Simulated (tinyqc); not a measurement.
Full spectrum, Debye and Einstein heat capacities: Born-von Karman spring model of a cubic crystal with one atom per cell. Computed by tinyqc, a small Python program. Command: `OMP_NUM_THREADS=1 python tinyqc.py 3015799 3015800 out.jsonl springs walk`. One thread of a shared host (Intel(R) Xeon(R) Processor @ 2.30GHz), about 0.2 s of CPU time with the checks.

First neighbours lie at a/2 (1,1,1) (8 of them), second at a (1,0,0) (6), with all permutations and signs; the volume per atom is Omega = a^3/2.

Inputs (values chosen for the exercise, for a model crystal): lattice constant a = 3.02 angstrom; atomic mass M = 57.1 u; radial spring k1L = 4.86 eV/angstrom^2; transverse spring k1T = -0.16 eV/angstrom^2; radial spring k2L = 2.7 eV/angstrom^2; transverse spring k2T = 0.099 eV/angstrom^2.

Lattice: bcc.

Constants: 1 eV/angstrom^3 = 160.2176634 GPa; u = 1.6605390666e-27 kg; hbar = 1.054571817e-34 J s; k_B = 1.380649e-23 J/K; nu for 1 eV/(angstrom^2 u) = 15.6333042 THz; h x 1 THz = 4.135667696 meV; k_B = 8.617333262e-05 eV/K.

Method:
- [ij,kl] = (1/(2 Omega)) sum_R K_ij R_k R_l; C11 = [xx,xx], C44 = [xx,yy], C12 = 2 [xy,xy] - C44; B = (C11 + 2 C12)/3; Zener ratio A = 2 C44/(C11 - C12). K(R) = kL n n^T + kT (1 - n n^T).
- rho = M/Omega and v = sqrt(C/rho), with C = C11, C44, C44 along [100]; (C11 + C12 + 2 C44)/2, C44, (C11 - C12)/2 along [110]; (C11 + 2 C12 + 4 C44)/3 and twice (C11 - C12 + C44)/3 along [111].
- Christoffel matrix G_xx = C11 n_x^2 + C44 (1 - n_x^2), G_xy = (C12 + C44) n_x n_y, with eigenvalues rho v^2; v_m^-3 is the mean of v^-3 over three branches and all directions (12 Gauss-Legendre points in cos(theta) times 24 angles phi = (j + 1/2) pi/12); q_D = (6 pi^2/Omega)^(1/3); Theta = hbar v_m q_D/k_B.
- A neighbour at R with unit vector n couples by the matrix K(R) = kL n n^T + kT (1 - n n^T), and D(q) = (1/M) sum_R K(R) [1 - cos(q.R)].
- An eigenvalue lambda of D in eV/(angstrom^2 u) gives nu = 15.6333042 THz x sqrt(lambda).
- Mesh: q = sum_i (m_i + 1/2)/n b_i, m_i = 0..n-1, with b = [[0, 1, 1], [1, 0, 1], [1, 1, 0]] in 2 pi/a; sums are averages over the n^3 points (here n = 14), per atom.
- With x = h nu/(k_B T) and n = 1/(exp(x) - 1) for each mode: F = k_B T [x/2 + ln(1 - exp(-x))], U = k_B T x (n + 1/2), S/k_B = x n - ln(1 - exp(-x)), C/k_B = x^2 n (n + 1).
- Debye: C = 9 k_B (T/Theta)^3 int_0^(Theta/T) x^4 e^x/(e^x - 1)^2 dx with the elastic Theta. Einstein: three modes at the root-mean-square frequency. The last column is the Theta that makes the Debye formula give the full C at that T.

elastic Debye temperature = 652.134 K

root-mean-square frequency = 8.7537 THz

Heat capacity (k_B/atom):
```
T (K)  full spectrum   Debye  Einstein  Theta from C (K)
78            0.5889  0.3702    0.4023            539.31
120           1.3038  0.9602    1.1794            537.70
160           1.8061  1.4755    1.7400            538.89
230           2.3113  2.0706    2.2886            540.36
330           2.6322  2.4871    2.6257            541.30
490           2.8243  2.7502    2.8228            541.86
650           2.8982  2.8543    2.8977            542.07
980           2.9546  2.9346    2.9545            542.23
```

What follows from these numbers?

The apparent Theta runs from 538 to 542 K against the elastic 652 K; at high T it tends to sqrt(5/3) h nu_rms/k_B = 542 K. At the lowest T the Debye value is 0.63 and the Einstein value 0.68 times the full one; dispersion bends the branches below the sound lines, so the real spectrum has more low modes than Debye assumes. At the highest T Debye misses by 0.68 % and Einstein by 0.0034 %.

Extremes, crossings and ranges named in words are read from the listed rows.
